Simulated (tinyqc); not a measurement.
Six-band hole subbands of a thin body in a field, step by step. Values are carried at full precision from step to step, so a last printed digit may differ when a step is redone from the rounded ones.

Constants: hbar^2/2m0 = 3.80998211 eV angstrom^2.

Values chosen for the exercise (near those of a p-type Ge channel; shifted at random, so the results belong to these values and not to a real crystal):

| symbol | value | unit | meaning |
|---|---|---|---|
| S | (9.94, -2.69, 15.09) | 1/TPa | compliances s11, s12, s44 |
| sx | -0.5 | GPa | stress along the channel [1-10], negative in compression |
| b | -2.6 | eV | tetragonal potential |
| d | -5.28 | eV | trigonal potential |
| g1 | 13.36 |  | Luttinger gamma1 |
| g2 | 4.25 |  | gamma2 |
| g3 | 5.67 |  | gamma3 |
| face | 110 |  | surface |
| Dso | 0.286 | eV | spin-orbit splitting |
| t | 75 | angstrom | body thickness |
| F | 0.5 | MV/cm | field across the body |
| kmax | 0.06 | 1/angstrom | end of the path |

## Strain and its block

exx = eyy = (s11 + s12) sx/2, ezz = s12 sx, exy = -s44 sx/4 (1 GPa/TPa = 1e-3). With e0 the traceless part, B_XX = 2b e0xx - b (e0yy + e0zz) and B_XY = sqrt(3) d exy.

strain, lower triangle:
```
           x          y         z
x  -0.001813
y   0.001886  -0.001813
z          0          0  0.001345
```

B (eV), lower triangle:
```
          X        Y         Z
X   0.00821
Y  -0.01725  0.00821
Z         0        0  -0.01642
```

## Confinement masses without spin-orbit coupling

C(n n^T)/c has C_XX = (g1 + 4 g2) nx^2 + (g1 - 2 g2)(ny^2 + nz^2) and C_XY = 6 g3 nx ny, n the unit normal; its eigenvalues are the inverse masses along n.

C(n n^T)/c, lower triangle:
```
         X        Y       Z
X  17.6100
Y  17.0100  17.6100
Z        0        0  4.8600
```

masses (m0): 1.6667  0.2058  0.0289

The heaviest mass, 1.67, comes from a near cancellation among the gammas, so a few per cent in them move it strongly.

## The matrix for one sine at q = 0

Basis X, Y, Z times spin, hole energies counted downwards from the unstrained edge (the hydrostatic shift is left out), c = hbar^2/2m0. For a symmetric tensor T let C(T) have C_XX = L Txx + M (Tyy + Tzz), C_XY = N Txy (cyclic), L = c (g1 + 4 g2), M = c (g1 - 2 g2), N = 6 c g3. k = q + kz n, n the unit normal, q = k1 u + k2 v with u along the channel [1-10] and v = n x u. H = C(k k^T) + (Dso/3)(1 - L.sigma) - B + e F z with (L_k)_ij = -i epsilon_kij; B is the block C built from the traceless strain with 2b, -b and sqrt(3) d in place of L, M, N. Strain: exx = eyy = (s11 + s12) sx/2, ezz = s12 sx, exy = -s44 sx/4. Hard walls at z = 0 and t; basis sin(j pi z/t), j = 1 to Nz: kz^2 = (j pi/t)^2, kz = -i D with D_jl = 4 j l/(t (j^2 - l^2)), z_jj = t/2 and z_jl = -8 t j l/(pi (j^2 - l^2))^2 for j + l odd; 1 MV/cm = 0.01 eV/angstrom.

Nz = 1, in meV.

H (meV), lower triangle (Hermitian):
```
               X+       Y+      Z+             X-      Y-      Z-
X+         392.35
Y+  130.96-95.33i   392.35
Z+              0        0  331.74
X-              0        0   95.33         392.35
Y-              0        0  95.33i  130.96+95.33i  392.35
Z-         -95.33  -95.33i       0              0       0  331.74
```

## Its levels

Diagonalise; the levels come in pairs. Give each pair and its weights on X, Y, Z, summed over spin and averaged over the pair.

levels (meV): 192.65  315.34  608.44

weights:
```
   pair 1  pair 2  pair 3
X   0.366   0.218   0.416
Y   0.366   0.218   0.416
Z   0.267   0.565   0.168
```

## More sines

The four lowest pairs at q = 0.

Hole energies (meV):

| Nz | pair 1 | pair 2 | pair 3 | pair 4 |
|---|---|---|---|---|
| 1 | 192.65 | 315.34 | 608.44 | - |
| 2 | 140.16 | 275.71 | 293.07 | 473.14 |
| 4 | 118.02 | 202.70 | 282.73 | 289.76 |
| 8 | 115.68 | 189.74 | 249.82 | 288.50 |
| 16 | 115.66 | 189.65 | 249.55 | 288.48 |

One sine is 76.99 meV off in the top subband, since the field mixes the sines. The second pair lies 74.0 meV deeper.

## Dispersion of the top subband

Nz = 14; the two lowest levels (spin-split where the field breaks inversion), in meV from their value at q = 0.

Energies (meV):

| \|q\| (1/angstrom) | u a | u b | v a | v b |
|---|---|---|---|---|
| 0.015 | 15.34 | 22.15 | 4.27 | 7.05 |
| 0.030 | 64.70 | 67.59 | 17.00 | 25.14 |
| 0.045 | 109.78 | 124.71 | 36.00 | 51.86 |
| 0.060 | 142.48 | 157.71 | 61.16 | 85.63 |

From the mean of each pair in the first row, c q^2/E gives 0.05 m0 along u and 0.15 m0 along v. The largest distance between a and b in the table is 24.47 meV. These masses hold for the first row only: the band bends further out.

## Checks

- Top level at q = 0 on (001) without field and stress against c (g1 - 2 g2)(pi/t)^2, eV: both 0.03249.
- Hermiticity, and E(q) against E(-q): they agree to 1e-10 or better.

Computed by tinyqc, a small Python program: `OMP_NUM_THREADS=1 python tinyqc.py 1282179 1282180 out.jsonl` (the numbers bound the seed that draws the inputs); one thread of a shared host (Intel(R) Xeon(R) Processor @ 2.30GHz), about 0.4 s for the whole set of steps.
